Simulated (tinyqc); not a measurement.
# One level coupled to a phonon between two leads, self-consistent Born approximation: effect of the coupling

Wide-band leads with mu_L = +V/2 and mu_R = -V/2; phonons in equilibrium, Nq = 1/(exp(w0/kB T) - 1). Scattering links only energies that differ by w0, so a ladder E_k = E1 + k w0 closes on itself; terms that reach past its ends are dropped. Gn and Gp are the electron and hole parts of the spectral function A = Gn + Gp.

|G|^2 = 1/[(E - ed)^2 + (GL + GR + Sin + Sout)^2/4], Gn = |G|^2 (GL fL + GR fR + Sin), Gp = |G|^2 (GL (1 - fL) + GR (1 - fR) + Sout), f = 1/(1 + exp((E - mu)/kB T)). Sin(E) = M^2 [(Nq + 1) Gn(E + w0) + Nq Gn(E - w0)], Sout(E) = M^2 [(Nq + 1) Gp(E - w0) + Nq Gp(E + w0)]. Spectral currents into the level: iL = GL [fL Gp - (1 - fL) Gn], iR = GR [fR Gp - (1 - fR) Gn]. Here E - ed is replaced by E - ed - R(E), with the real part R(E) = (1/2 pi) P int [Sin + Sout](y) dy/(E - y). The total for one spin is I = (q/h) times the integral of iL over all E (all ladders, each long enough that its ends do not matter); the power given to phonons is (1/h) times the integral of E (iL + iR).

Values chosen for this exercise:
- T = 300 K (temperature of leads and phonons)
- w0 = 25 meV (phonon energy)
- ed = 24 meV (level)
- GL = 18 meV (coupling to the left lead)
- GR = 3.5 meV (coupling to the right lead)
- V = 80 mV (bias)

Constants: q = 1.602176634e-19 C, kB = 1.380649e-23 J/K, h = 6.62607015e-34 J s, Vt = kB T/q. Results are converted to the units shown.

The same in every row: I without phonons (uA) = 0.3518.

Results:

| M (meV) | I (uA) | ratio of the two | power to phonons (nW) | share of I V (%) |
|---|---|---|---|---|
| 1.2 | 0.3516 | 0.9996 | 0.01365 | 0.04851 |
| 3.5 | 0.3505 | 0.9963 | 0.1106 | 0.3945 |
| 5.8 | 0.3483 | 0.9900 | 0.2804 | 1.006 |
| 8.1 | 0.3450 | 0.9808 | 0.4979 | 1.804 |
| 12.7 | 0.3357 | 0.9543 | 1.013 | 3.773 |
| 15 | 0.3298 | 0.9376 | 1.289 | 4.886 |

Estimate the missing row, M = 10.4 meV.

Computed row:

| M (meV) | I (uA) | ratio of the two | power to phonons (nW) | share of I V (%) |
|---|---|---|---|---|
| 10.4 | 0.3408 | 0.9688 | 0.7459 | 2.736 |

With this row back in the table: The ratio to the current without phonons falls from 1.00 to 0.938, and the power to phonons rises from 0.0136 to 1.29 nW, as M^(1.95) between the first two rows (lowest order gives 2). Phonons lower the current here: the level lies inside the bias window, and broadening, sidebands and the shift R move weight out of it.

Range of the model: The self-consistent Born approximation keeps only non-crossing phonon lines and no Hartree shift; it is rough once the coupling nears the phonon energy.

Numbers from tinyqc (`OMP_NUM_THREADS=1 python tinyqc.py 2720018 2720019 out.jsonl`; about 0.08 s on one thread of a shared Intel Xeon 2.30GHz).
